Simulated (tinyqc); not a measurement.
Photoconductance decay in a wafer: bulk and surface recombination modes, and iron detection by pair splitting: one step, computed by the program tinyqc.

Both faces of the wafer have the same S; injection is low and all coefficients are constant. x runs from -W/2 to W/2.

Task: Effective lifetime. Even modes cos(a x) obey b tan b = S W/(2 D) with b = a W/2, odd modes sin(a x) obey -b cot b = S W/(2 D); each decays at the rate 1/tau_b + D a^2. tau_eff is the decay time of the first mode. The surface time is 1/(D a^2) of that mode; shortcuts for it are W/(2 S), W^2/(pi^2 D) and their sum, whose error is sum/surface time - 1.

Inputs (values chosen for the exercise, modelled on p-type silicon):
```
quantity                          value         unit
thickness W                         525   micrometre
diffusivity D                      27.6       cm^2/s
bulk lifetime tau_b without iron     55  microsecond
surface recombination velocity S     16         cm/s
```

Give: tau_eff; surface time; W/(2 S); W^2/(pi^2 D); error of the sum; tau_eff/tau_b.

Result:

tau_eff = 53.22 microsecond

surface time = 1649 microsecond

W/(2 S) = 1640.625 microsecond

W^2/(pi^2 D) = 10.12 microsecond

error of the sum = 0.1084 %

tau_eff/tau_b = 0.9677

The surfaces are slow against diffusion, so W/(2 S) is the larger part. tau_eff is within 3.2 % of tau_b.
